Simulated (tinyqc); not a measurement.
Charge neutrality of a doped semiconductor with incomplete ionisation: one step, computed by the program tinyqc.

Energies are counted from the top of the valence band; E_D is measured down from the conduction band and E_A up from the valence band.

Question. Densities at the solution. n = N_c F_1/2((E_F - E_g)/k_B T), p = N_v F_1/2(-E_F/k_B T). F_1/2(eta) = (2/sqrt(pi)) int_0^infinity sqrt(x)/(1 + exp(x - eta)) dx, by the trapezoid rule in t = sqrt(x) with step 0.02 up to t = 12 (for eta < -12 by exp(eta) - exp(2 eta)/2^(3/2)). N_A- = N_A/(1 + g_A exp((E_A - E_F)/k_B T)).

Inputs (values chosen for the exercise, for a model semiconductor):
```
quantity                   value   unit
acceptor density N_A     1.4e+15  cm^-3
acceptor depth E_A        0.0688     eV
acceptor degeneracy g_A        4      -
temperature T                100      K
```

Doping: p-type. Statistics of the bands: Fermi-Dirac.

Fermi level E_F (last iterate) = 0.07435566 eV

gap E_g = 1.369614 eV

N_c = 1.834458e+17 cm^-3

N_v = 2.524976e+18 cm^-3

k_B T = 0.008617333 eV

Give: majority density p; minority density n; ionised share of the acceptors; distance of E_F from the majority band edge.

Answer.

majority density p = 4.52e+14 cm^-3

minority density n = 9.67e-49 cm^-3

ionised share of the acceptors = 0.323

distance of E_F from the majority band edge = 0.0744 eV
